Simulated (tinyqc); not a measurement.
Changing the salt concentration c: a particle near a wafer in liquid: double-layer and van der Waals forces (DLVO), deposition barrier and removal. Computed by tinyqc, a small Python program. Command: `OMP_NUM_THREADS=1 python tinyqc.py 3114203 3114204 out.jsonl dlvo sweep`. One thread of a shared host (Intel(R) Xeon(R) Processor @ 2.30GHz), about 0.01 s of CPU time with the checks.

Sphere and flat wall, Derjaguin approximation, constant potentials in the linear-superposition form, no retardation and no hydration force.

Inputs (values chosen for the exercise, of the order of those for silica on silica in water): particle radius R = 190 nm; Hamaker constant A = 4.5e-21 J; potential of the particle psi_1 = -49 mV; potential of the wafer psi_2 = -58 mV; valence z of the symmetric salt = 1; temperature T = 298 K; dielectric constant of the liquid = 78.4; contact distance h0 = 0.3 nm.

Constants: e = 1.602176634e-19 C; N_A = 6.02214076e+23 1/mol; eps_0 = 8.8541878128e-12 F/m; k_B = 1.380649e-23 J/K; k_B = 8.617333262e-05 eV/K.

Method:
- kappa^2 = 2 z^2 e^2 N_A (1000 c)/(eps eps_0 k_B T); gamma_i = tanh(z e psi_i/(4 k_B T)); Z = 64 pi eps eps_0 (k_B T/(z e))^2 gamma_1 gamma_2.
- U(h) = Z R exp(-kappa h) - A R/(6 h); F(h) = -dU/dh = kappa Z R exp(-kappa h) - A R/(6 h^2), positive for repulsion.
- F = 0 reads x^2 exp(-x) = y with x = kappa h and y = A kappa/(6 Z); the left side peaks at x = 2 with 4/e^2 = 0.5413, so roots exist for smaller y: x < 2 is the barrier, x > 2 the secondary minimum.

One run for each value; columns: (1) salt concentration c (mol/L); (2) barrier height (k_B T); (3) energy at the secondary minimum (k_B T); (4) Debye length (nm); (5) position of the barrier (nm):
```
(1)          (2)          (3)         (4)     (5)
1.00e-05  927.72  -2.5540e-02  9.6113e+01  1.8757
3.00e-05  916.07  -4.6363e-02  5.5491e+01  1.4297
1.00e-04  899.09  -8.9403e-02  3.0394e+01  1.0630
3.00e-04  878.55  -1.6332e-01  1.7548e+01  0.8123
1.00e-03  848.73  -3.1746e-01  9.6113e+00  0.6062
3.00e-03  812.79  -5.8487e-01  5.5491e+00  0.4654
1.00e-02  760.93  -1.1495e+00  3.0394e+00  0.3499
3.00e-02  698.96  -2.1440e+00  1.7548e+00  0.2711
1.00e-01  610.57  -4.2853e+00  9.6113e-01  0.2068
3.00e-01  506.77  -8.1522e+00  5.5491e-01  0.1635
1.00e+00  362.65  -1.6782e+01  3.0394e-01  0.1292
```

What does the table show?

Over the rows, barrier height (k_B T) falls from 928 to 363 (exponent d ln y / d ln x -0.012 between the first rows and -0.28 between the last); energy at the secondary minimum (k_B T) falls from -0.0255 to -16.8 (exponent d ln y / d ln x 0.54 between the first rows and 0.60 between the last); Debye length (nm) falls from 96.1 to 0.304 (exponent d ln y / d ln x about -0.50 throughout).

Caution (rows 1.00e-5): kappa R is not large, so the Derjaguin approximation is only rough at gaps of the order of the Debye length. Caution (rows 0.0300, 0.100, 0.300, 1.00): the maximum lies inside the contact distance, where the model does not apply; the energy at contact is the barrier that counts.

Extremes, crossings and ranges named in words are read from the listed rows.
